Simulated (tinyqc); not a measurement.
Shape of the distribution and failure rate.

For F(t) = 1 - exp(-(t/t63)^beta): mean t63 Gamma(1 + 1/beta), median t63 (ln 2)^(1/beta), deviation t63 sqrt(Gamma(1 + 2/beta) - Gamma(1 + 1/beta)^2), failure rate (beta/t63)(t/t63)^(beta - 1).

Values chosen for this exercise:
```
symbol,value,unit,meaning
t63,42,s,characteristic time of a test capacitor
```

Results:

| beta | mean (s) | median (s) | deviation/mean | rate at 0.01 t63 (1/s) | rate at t63 (1/s) |
|---|---|---|---|---|---|
| 0.5 | 84.00 | 20.18 | 2.236 | 0.1190 | 0.01190 |
| 0.7 | 53.16 | 24.88 | 1.462 | 0.06635 | 0.01667 |
| 1 | 42.00 | 29.11 | 1.000 | 0.02381 | 0.02381 |
| 1.3 | 38.79 | 31.68 | 0.7757 | 0.007775 | 0.03095 |
| 1.7 | 37.47 | 33.85 | 0.6055 | 0.001611 | 0.04048 |
| 2.2 | 37.20 | 35.55 | 0.4798 | 2.085e-4 | 0.05238 |
| 4 | 38.07 | 38.32 | 0.2805 | 9.524e-8 | 0.09524 |

Estimate the missing row, beta = 3.

Computed row:

| beta | mean (s) | median (s) | deviation/mean | rate at 0.01 t63 (1/s) | rate at t63 (1/s) |
|---|---|---|---|---|---|
| 3 | 37.51 | 37.17 | 0.3634 | 7.143e-6 | 0.07143 |

With this row back in the table: The relative spread falls from 2.24 to 0.281. For beta < 1 the rate falls with time (early failures), at 1 it is constant, 0.0238 1/s, and above 1 it grows (wear-out): the early rate goes from 10.0 times the rate at t63 to 1.00e-6 times.

tinyqc, about 0.01 s, one thread, Intel Xeon 2.30GHz (shared host): `OMP_NUM_THREADS=1 python tinyqc.py 2070084 2070085 out.jsonl`
